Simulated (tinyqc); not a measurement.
# One anharmonic mode: perturbation theory, self-consistent phonons and exact levels, step by step

A worked calculation. Computed by tinyqc, a small Python program that keeps every step. Command: `OMP_NUM_THREADS=1 python tinyqc.py 3001166 3001167 out.jsonl scp walk`. One thread of a shared host (Intel(R) Xeon(R) Processor @ 2.30GHz), about 0.02 s of CPU time with the checks. Intermediate numbers are printed to about 6 digits and carried at full precision; extremes and crossings named in words are read from the listed rows.

V(x) = k x^2/2 + b x^4 for one coordinate x of mass M. A constant K > 0 gives hbar Omega = sqrt((hbar^2/u) K/M) with K in eV/angstrom^2 and M in u.

Inputs (values chosen for the exercise, for a model mode):

| quantity | value | unit |
|---|---|---|
| mode mass M | 60.2 | u |
| harmonic constant k | 0.398 | eV/angstrom^2 |
| quartic constant b | 0.383 | eV/angstrom^4 |
| temperature T | 150 | K |
| mixing | 0.4 | - |
| basis size N of the small matrix | 4 | - |

Shape: single well.

Constants: hbar^2/u = 4.18015928e-03 eV angstrom^2; k_B = 8.617333262e-05 eV/K.

## Harmonic values and first-order shift

<x^2> = (hbar Omega/(2K)) coth(hbar Omega/(2 k_B T)) at K = k; first order in b shifts the quantum by 6 b <x^2> hbar Omega/k.

harmonic quantum = 5.25702 meV

harmonic <x^2> = 0.0329238 angstrom^2

first-order shift = 0.999348 meV

## Self-consistent cycle

Self-consistent phonon, centred at x = 0: K = k + 12 b <x^2>, <x^2> = (hbar Omega/(2K)) coth(hbar Omega/(2 k_B T)). Start at K = |k|; K(new) = K + mixing x (K_out - K), but at least K/20; stop when |K_out - K| < 1e-9 |k| or after 90 steps.

Iterations:

| step | K (eV/angstrom^2) | hbar Omega (meV) | K_out | K_out - K |
|---|---|---|---|---|
| 0 | 0.398000 | 5.25702 | 0.549318 | 1.51318e-01 |
| 1 | 0.458527 | 5.64262 | 0.529613 | 7.10862e-02 |
| 2 | 0.486962 | 5.81494 | 0.522048 | 3.50860e-02 |
| 3 | 0.500996 | 5.89814 | 0.518630 | 1.76339e-02 |
| 4 | 0.508050 | 5.93952 | 0.516984 | 8.93392e-03 |
| 5 | 0.511623 | 5.96037 | 0.516167 | 4.54355e-03 |
| 6 | 0.513441 | 5.97095 | 0.515756 | 2.31509e-03 |
| 7 | 0.514367 | 5.97633 | 0.515547 | 1.18073e-03 |
| 8 | 0.514839 | 5.97907 | 0.515441 | 6.02479e-04 |
| ... | ... | ... | ... | ... |
| 22 | 0.515331 | 5.98193 | 0.515331 | 4.91831e-08 |
| 23 | 0.515331 | 5.98193 | 0.515331 | 2.51086e-08 |
| 24 | 0.515331 | 5.98193 | 0.515331 | 1.28183e-08 |
| 25 | 0.515331 | 5.98193 | 0.515331 | 6.54390e-09 |
| 26 | 0.515331 | 5.98193 | 0.515331 | 3.34075e-09 |
| 27 | 0.515331 | 5.98193 | 0.515331 | 1.70550e-09 |
| 28 | 0.515331 | 5.98193 | 0.515331 | 8.70679e-10 |
| 29 | 0.515331 | 5.98193 | 0.515331 | 4.44493e-10 |
| 30 | 0.515331 | 5.98193 | 0.515331 | 2.26920e-10 |

converged (1 yes, 0 no) = 1

self-consistent K = 0.515331 eV/angstrom^2

Converged at step 30.

## Self-consistent results

Its free energy is F = k_B T ln[2 sinh(hbar Omega/(2 k_B T))] + (k - K)<x^2>/2 + 3 b <x^2>^2, an upper bound to the exact one.

self-consistent quantum = 5.98193 meV

self-consistent <x^2> = 0.0255290 angstrom^2

self-consistent free energy = -10.5931 meV

## Hamiltonian in a small basis

Basis: oscillator states n of the constant |k|, with x = s (a + a+), s^2 = hbar Omega/(2|k|); H = hbar Omega (n + 1/2) + (k - |k|) x^2/2 + b x^4, with exact matrix elements of x^2 and x^4.

H (meV), lower triangle (symmetric):
```
        1       2        3        4
1  2.6786
2  0.0000  8.1361
3  0.1417  0.0000  13.7941
4  0.0000  0.4092   0.0000  19.6525
```

## Levels in the small basis

Diagonalise H.

levels (meV): 2.6768  8.1216  13.7959  19.6670

## Exact levels and averages

Exact values use 120 basis states: F = -k_B T ln sum exp(-E_n/(k_B T)), and <x^2> is the Boltzmann mean.

lowest exact levels (meV): 2.6766  8.1208  13.7394  19.5188  25.4478  31.5169

E_1 - E_0 = 5.44419 meV

exact free energy = -10.6342 meV

exact <x^2> = 0.0260038 angstrom^2

The self-consistent free energy lies 0.041 meV above the exact one, and its <x^2> is -1.8 % off. The small basis misses E_0 by 0.000225 meV.

## Three descriptions against temperature

The classical <x^2> is int x^2 exp(-V/(k_B T)) dx / int exp(-V/(k_B T)) dx (2001 points over six exact widths each way).

Results:

| T (K) | hbar Omega, self-consistent (meV) | <x^2>, self-consistent | <x^2>, exact | F, self-consistent (meV) | F, exact (meV) | <x^2>, classical |
|---|---|---|---|---|---|---|
| 3.1 | 5.44706 | 0.00637389 | 0.00637670 | 2.67685 | 2.67659 | 6.66101e-04 |
| 7.3 | 5.44712 | 0.00637603 | 0.00637885 | 2.67674 | 2.67648 | 0.00155303 |
| 15 | 5.45244 | 0.00655792 | 0.00656170 | 2.65763 | 2.65733 | 0.00313654 |
| 27 | 5.48444 | 0.00765461 | 0.00766534 | 2.44346 | 2.44276 | 0.00550766 |
| 49 | 5.57430 | 0.0107681 | 0.0108123 | 1.34181 | 1.33889 | 0.00960120 |
| 85 | 5.72975 | 0.0162744 | 0.0164276 | -1.91735 | -1.92863 | 0.0157527 |
| 150 | 5.98193 | 0.0255290 | 0.0260038 | -10.5931 | -10.6342 | 0.0256460 |
| 240 | 6.27433 | 0.0367586 | 0.0378319 | -26.1418 | -26.2508 | 0.0376240 |

The self-consistent quantum hardens from 5.45 to 6.27 meV, since a wider spread samples the steep quartic walls. Its <x^2> misses by 0.0 % at the lowest T and -2.8 % at the highest; the excess in F runs from 0.000 to 0.109 meV. The classical value is 0.10 of the exact one at the lowest T and 0.995 at the highest.

Checks made by the program: dF/dK = 0 at the solution (relative difference below 1e-10).
